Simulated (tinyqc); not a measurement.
Substrate current against gate voltage: lateral field, substrate current, probability of reaching the oxide barrier and hot-carrier lifetime of a silicon transistor (pseudo-two-dimensional and lucky-electron models). Computed by tinyqc, a small Python program. Command: `OMP_NUM_THREADS=1 python tinyqc.py 3023890 3023891 out.jsonl hotcar walk`. One thread of a shared host (Intel(R) Xeon(R) Processor @ 2.30GHz), about 0.01 s of CPU time with the checks.

Local-field models: a lucky carrier gains its energy at the peak field over a path free of collisions. Voltages are magnitudes.

Inputs (values chosen for the exercise, modelled on a silicon n-channel):
```
quantity                             value                      unit
channel length L                       780                        nm
oxide thickness t                       20                        nm
junction depth x_j                     130                        nm
mobility mu                            390                cm^2/(V s)
saturation velocity v_s               0.79                  1e7 cm/s
threshold voltage V_T                 0.62                         V
drain voltage V_D                      4.4                         V
ionisation prefactor A_i           1.7e+06                      1/cm
ionisation field B_i                  1.71                     MV/cm
hot-carrier mean free path lambda      8.1                        nm
oxide barrier phi_b                    3.1                        eV
interface-trap threshold phi_it        3.6                        eV
lifetime constant H                     20  s microampere/micrometre
```

Drain: abrupt.

Constants: eps_0 = 8.8541878128e-12 F/m.

Method:
- C_ox = 3.9 eps_0/t; F_sat = 2 v_s/mu; V_Dsat = V_ov F_sat L/(V_ov + F_sat L), V_ov = V_G - V_T; I_D/W = C_ox v_s (V_ov - V_Dsat).
- Scale length l = 0.22 t^(1/3) x_j^(1/2) (all in cm); F_m = sqrt(((V_D - V_Dsat)/l_e)^2 + F_sat^2), with l_e = l; length of the velocity-saturated region l_e ln((V_D - V_Dsat)/(l_e F_sat) + F_m/F_sat).
- Substrate current I_sub/I_D = (A_i/B_i)(V_D - V_Dsat) exp(-B_i/F_m); probability of reaching the oxide barrier exp(-phi_b/(e lambda F_m)); lifetime tau = (H/(I_D/W)) exp(phi_it/(e lambda F_m)).

At the given drain voltage:
```
V_G (V)  V_Dsat (V)  I_D/W (microampere/micrometre)  F_m (kV/cm)  I_sub/W (microampere/micrometre)     tau (s)
0.83         0.1969                            1.78       422.51                            0.1303  4.1479e+05
1.00         0.3392                            5.56       408.34                            0.3410  1.9169e+05
1.40         0.6256                           21.06       379.84                            0.8763  1.1460e+05
1.80         0.8592                           43.76       356.61                            1.2738  1.1821e+05
2.30         1.0969                           79.54       332.99                            1.5372  1.5742e+05
2.90         1.3244                          130.34       310.40                            1.6141  2.5373e+05
3.60         1.5337                          197.28       289.65                            1.5344  4.6752e+05
4.20         1.6785                          259.37       275.32                            1.4085  7.9061e+05
4.80         1.7996                          324.69       263.34                            1.2701  1.3163e+06
```

What follows from these numbers?

I_sub peaks at V_G = 2.9 V, 0.66 V_D: a higher gate voltage brings more carriers but raises V_Dsat and so lowers F_m. The shortest lifetime among the rows lies at V_G = 1.4 V, below that of the largest I_sub, since tau depends more steeply on the field.

Extremes, crossings and ranges named in words are read from the listed rows.
